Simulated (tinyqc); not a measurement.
From results back to parameters: cyclotron resonance of ellipsoidal valleys, Si type. Three cases, with inputs chosen for the exercise.

Problem. The cyclotron masses of the valleys [100] and [001] at this angle were computed from hidden ml and mt.

Valleys along [100], [010], [001] (each with its opposite partner), mass ml along the axis and mt across it. B lies in the (1-10) plane, b = (sin(theta)/sqrt2, sin(theta)/sqrt2, cos(theta)). For the angle phi between B and the axis, 1/mc^2 = cos^2(phi)/mt^2 + sin^2(phi)/(mt ml). Resonance: h nu = 2 muB B/mc, h = 2 pi hbar.

Case 1.

Values chosen (out of a larger set: near those of Si; not measured data): theta = 73 degrees (angle of B from [001] towards [110]).

mc of [100] = 0.252836 m0
mc of [001] = 0.363175 m0

Case 2.

Values chosen (out of a larger set: near those of Si; not measured data): theta = 46 degrees (angle of B from [001] towards [110]).

mc of [100] = 0.284680 m0
mc of [001] = 0.238165 m0

Case 3.

Values chosen (out of a larger set: near those of Si; not measured data): theta = 48 degrees (angle of B from [001] towards [110]).

mc of [100] = 0.288098 m0
mc of [001] = 0.251350 m0

Find: X = 1/mt^2; Y = 1/(mt ml); mt; ml.

Solution.

Case 1.

X = 1/mt^2 = 27.41
Y = 1/(mt ml) = 5.728
mt = 0.191 m0
ml = 0.91 m0

With cos^2(phi) = 0.4573 and 0.0855, the two values of 1/mc^2 are linear equations for X and Y; mt = 1/sqrt(X), ml = sqrt(X)/Y.

Case 2.

X = 1/mt^2 = 29.86
Y = 1/(mt ml) = 6.224
mt = 0.183 m0
ml = 0.88 m0

With cos^2(phi) = 0.2587 and 0.4826, the two values of 1/mc^2 are linear equations for X and Y; mt = 1/sqrt(X), ml = sqrt(X)/Y.

Case 3.

X = 1/mt^2 = 27.99
Y = 1/(mt ml) = 5.965
mt = 0.189 m0
ml = 0.89 m0

With cos^2(phi) = 0.2761 and 0.4477, the two values of 1/mc^2 are linear equations for X and Y; mt = 1/sqrt(X), ml = sqrt(X)/Y.

Computed by tinyqc, one run a case: `OMP_NUM_THREADS=1 python tinyqc.py N N+1 out.jsonl` with N = 1282219, 1282297, 1282348; one thread of a shared Intel(R) Xeon(R) Processor @ 2.30GHz, about 0.01 s a run at most.
